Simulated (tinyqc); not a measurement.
# From absorption coefficient back to frequency f

Model: Hall factor, magnetoresistance and optical conductivity for a power-law relaxation time. Computed by tinyqc, a small Python program. Command: `OMP_NUM_THREADS=1 python tinyqc.py 3013654 3013655 out.jsonl magneto inv`. One thread of a shared host (Intel(R) Xeon(R) Processor @ 2.30GHz), about 0.03 s of CPU time with the checks.

One spherical parabolic band, tau(E) = tau_0 x^s with x = E/(k_B T). Landau quantisation is left out.

Inputs (values chosen for the exercise, with a mass close to that of electrons in GaAs):

| quantity | value | unit |
|---|---|---|
| effective mass m | 0.065 | m_0 |
| exponent s | 1.5 | - |
| tau_0 | 140 | fs |
| reduced Fermi level eta | -1 | - |
| temperature T | 150 | K |
| background permittivity eps_inf | 8.39 | - |

Constants: m_0 = 9.1093837015e-31 kg; k_B = 1.380649e-23 J/K; hbar = 1.054571817e-34 J s; e = 1.602176634e-19 C; eps_0 = 8.8541878128e-12 F/m; c = 299792458 m/s.

Method:
- <y> = int y x^(3/2) f (1 - f) dx / int x^(3/2) f (1 - f) dx, f = 1/(1 + exp(x - eta)).
- Integrals over x = E/(k_B T) use 160 Gauss-Legendre points in u = sqrt(x) from 0 to sqrt(max(eta, 0) + 45).
- n = (2 m k_B T)^(3/2)/(3 pi^2 hbar^3) int x^(3/2) f (1 - f) dx; moments in units of tau_0.
- sigma(w) = (n e^2/m) <tau/(1 - i w tau)>, w = 2 pi f; eps = eps_inf + i sigma/(eps_0 w); N = sqrt(eps); absorption coefficient 2 w Im N/c; reflectivity |(N - 1)/(N + 1)|^2; plasma frequency sqrt(n e^2/(eps_inf eps_0 m))/(2 pi).

Task: A run gave the result below. Find the frequency f, known to lie between 3.3 and 7.2 THz.

absorption coefficient = 98.42043 1/cm

Result:

Each step takes the trial c = (a f_b - b f_a)/(f_b - f_a), f being the result less the target and a, b, c the logarithms of the listed values; c replaces end b, the old b replaces a if the sign of f changed, and otherwise f_a is halved.

Scan of the range:

| frequency f (THz) | absorption coefficient (1/cm) |
|---|---|
| 3.30 | 293.518 |
| 3.76 | 201.508 |
| 4.28 | 146.300 |
| 4.87 | 109.306 |
| 5.55 | 82.724 |
| 6.32 | 63.347 |
| 7.20 | 48.778 |

False position (Illinois rule, in the logarithm of the input) inside the bracket:

| step | end a | end b | trial | absorption coefficient (1/cm) |
|---|---|---|---|---|
| 1 | 4.87000 | 5.55000 | 5.13776 | 97.3672 |
| 2 | 4.87000 | 5.13776 | 5.09336 | 99.1943 |
| 3 | 5.13776 | 5.09336 | 5.11212 | 98.4156 |
| 4 | 5.09336 | 5.11212 | 5.11200 | 98.4204 |
| 5 | 5.09336 | 5.11200 | 5.11200 | 98.4205 |
| 6 | 5.11200 | 5.11200 | 5.11200 | 98.4204 |

Absorption coefficient falls at every point of a 13-point scan of the range (every second point is shown), so one value fits; it is bracketed by 4.87 and 5.55. Answer: frequency f = 5.112 THz.

Caution: the photon energy exceeds the typical carrier energy, so the classical sigma(w) is only a rough guide to the absorption.
